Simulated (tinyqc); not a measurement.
Hydrogenic impurity: series, fields, screening, photoionisation and donor-acceptor pairs: one step, computed by the program tinyqc. Command: `OMP_NUM_THREADS=1 python tinyqc.py 3030640 3030641 out.jsonl hydrogenic walk`. One thread of a shared host (Intel(R) Xeon(R) Processor @ 2.30GHz), about 0.01 s of CPU time with the checks.

One isotropic, parabolic band. Effective units: Ry* and a*, in which H = -nabla^2 - 2/r.

Task: Overlap of donors. Wigner-Seitz radius r_s = (3/(4 pi N))^(1/3); Mott criterion N_c^(1/3) a* = 0.26; overlap of two 1s orbitals at distance d: S = exp(-x)(1 + x + x^2/3), x = d/a*, with d = N^(-1/3).

Inputs (values chosen for the exercise, modelled on germanium): donor density N = 4e+17 cm^-3.

Parts treated: screening and pairs.

a* = 38.70833 angstrom

Give: r_s; Mott density; N over the Mott density; overlap S.

Result:

r_s = 84.19 angstrom

Mott density = 3.030e+17 cm^-3

N over the Mott density = 1.320

overlap S = 0.2582

The sample is on the metallic side of the criterion: isolated levels no longer exist. Caution: N lies above the Mott density, where the levels of isolated donors have no meaning.
